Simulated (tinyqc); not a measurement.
From results back to parameters: polytypes by hexagonality, and a cubic inclusion as a quantum well. Three cases, with inputs chosen for the exercise.

Problem. A square well of depth V with masses m_w inside and m_b outside (first and second entry of m) binds its lowest level at the given depth below the barrier: k tan(k L/2) = (m_w/m_b) q, k = sqrt(m_w E/c), q = sqrt(m_b (V - E)/c), c = hbar^2/2m0. How many double layers wide is it?

Constants: hbar^2/2m0 = 3.80998211 eV angstrom^2.

Find: k; q; L; N.

Method. L = (2/k) arctan((m_w/m_b) q/k), and N = L/d.

Case 1.

Values chosen (out of a larger set: of the order of those of SiC; not measured data): m = (0.318, 0.33) m0 (electron mass along c in the cubic layer and in the host); d = 2.523 angstrom (thickness of a double layer).

V = 0.96700 eV
depth V - E = 0.59342 eV

Solution.

k = 0.1766 1/angstrom
q = 0.2267 1/angstrom
L = 10.09 angstrom
N = 4.0

Case 2.

Values chosen (out of a larger set: of the order of those of InAs; not measured data): m = (0.024, 0.025) m0 (electron mass along c in the cubic layer and in the host); d = 3.509 angstrom (thickness of a double layer).

V = 0.09300 eV
depth V - E = 0.01178 eV

Solution.

k = 0.0226 1/angstrom
q = 0.0088 1/angstrom
L = 31.58 angstrom
N = 9.0

Case 3.

Values chosen (out of a larger set: of the order of those of InAs; not measured data): m = (0.024, 0.027) m0 (electron mass along c in the cubic layer and in the host); d = 3.51 angstrom (thickness of a double layer).

V = 0.09300 eV
depth V - E = 0.01957 eV

Solution.

k = 0.0215 1/angstrom
q = 0.0118 1/angstrom
L = 42.12 angstrom
N = 12.0

Computed by tinyqc, one run a case: `OMP_NUM_THREADS=1 python tinyqc.py N N+1 out.jsonl` with N = 1881219, 1881227, 1881243; one thread of a shared Intel(R) Xeon(R) Processor @ 2.30GHz, about 0.1 s a run at most.
